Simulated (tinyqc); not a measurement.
Voltage drop against the factor on the load at the hot node.

A grid of 17 by 17 nodes with segments Rx (rows) and Ry (columns); every node draws I1 and the central node kh I1; pads with resistance Rp sit at the nodes whose row and column are multiples of the pitch, counting from 0. The drops u = Vdd - V follow from G u = i, with G the conductance matrix and i the load currents, solved directly. Here the pitch is 8.

Inputs (values chosen for the exercise):
- Vdd = 0.8 V (supply voltage)
- Rx = 1.7 ohm (resistance of a horizontal segment)
- Ry = 0.12 ohm (resistance of a vertical segment)
- Rp = 0.04 ohm (resistance from a pad node to the supply)
- I1 = 0.65 mA (load current of a node in the large grid)

Result of one run:
```
pads,worst drop (mV),mean drop (mV),largest drop at a pad (mV),largest pad current (mA),worst drop over Vdd (%)
9,11.87,8.449,1.488,37.20,1.484
```

Which factor on the load at the hot node kh gave this result: 1, 5, 10, 20 or 50?

kh = 1.

The whole series:
```
kh,pads,worst drop (mV),mean drop (mV),largest drop at a pad (mV),largest pad current (mA),worst drop over Vdd (%)
1,9,11.87,8.449,1.488,37.20,1.484
2,9,11.88,8.454,1.511,37.76,1.485
5,9,11.90,8.470,1.579,39.46,1.487
10,9,11.92,8.496,1.692,42.30,1.490
20,9,11.98,8.547,1.918,47.96,1.497
50,9,12.14,8.701,2.598,64.96,1.518
100,9,12.42,8.959,3.731,93.28,1.552
```

The worst drop rises from 11.9 to 12.4 mV and the mean drop rises from 8.45 to 8.96 mV. The central node is itself a pad. The drops are linear in the loads, so the mean grows by 0.00515 mV for each unit of kh in every row.

Program tinyqc, `OMP_NUM_THREADS=1 python tinyqc.py 2770135 2770136 out.jsonl`; Intel Xeon 2.30GHz, shared host, one thread, about 0.1 s.
